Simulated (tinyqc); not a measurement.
Eight-band Kane k.p model: one step. Derived values. Two cases, with inputs chosen for the exercise.

Problem. P = sqrt(Ep c); A = 1/me - Ep (Eg + 2 Dso/3)/(Eg (Eg + Dso)) keeps the electron mass; g1' = g1 - Ep/(3 Eg), g2' = g2 - Ep/(6 Eg), g3' = g3 - Ep/(6 Eg) remove the coupling to S that the Luttinger values already hold; L = -c (g1' + 4 g2'), M = -c (g1' - 2 g2'), N = -6 c g3'. c = hbar^2/2m0.

Constants: hbar^2/2m0 = 3.80998211 eV angstrom^2.

Give: P; A; g1', g2', g3'; L, M, N.

Case 1.

Values chosen (near those of Ge; not measured data): Eg = 0.882 eV (gap at Gamma to the s-like level); Dso = 0.29 eV (spin-orbit splitting); Ep = 27 eV (Kane energy); me = 0.0375 m0 (electron mass at Gamma); g1 = 13.38 (Luttinger gamma1); g2 = 4.24 (gamma2); g3 = 5.66 (gamma3).

Solution.

P = 10.1425 eV angstrom
A = -1.4207

g1', g2', g3': 3.1759  -0.8620  0.5580

L, M, N (eV angstrom^2): 1.0372  -18.6689  -12.7549

The coupling to the valence bands supplies 28.09, against 1/me = 26.67; A makes up the difference. The diagonal terms in A and L bend towards the gap, so the set should be tested for spurious states at large k.

Case 2.

Values chosen (near those of AlAs; not measured data): Eg = 3.114 eV (gap at Gamma to the s-like level); Dso = 0.278 eV (spin-orbit splitting); Ep = 21.2 eV (Kane energy); me = 0.1502 m0 (electron mass at Gamma); g1 = 3.77 (Luttinger gamma1); g2 = 0.82 (gamma2); g3 = 1.42 (gamma3).

Solution.

P = 8.9873 eV angstrom
A = 0.0358

g1', g2', g3': 1.5007  -0.3147  0.2853

L, M, N (eV angstrom^2): -0.9222  -8.1153  -6.5228

The coupling to the valence bands supplies 6.62, against 1/me = 6.66; A makes up the difference. A > 0 and L, M < 0: every diagonal term bends away from the gap.

Computed by tinyqc, one run a case: `OMP_NUM_THREADS=1 python tinyqc.py N N+1 out.jsonl` with N = 1080480, 1080670; one thread of a shared Intel(R) Xeon(R) Processor @ 2.30GHz, about 0.01 s a run at most.
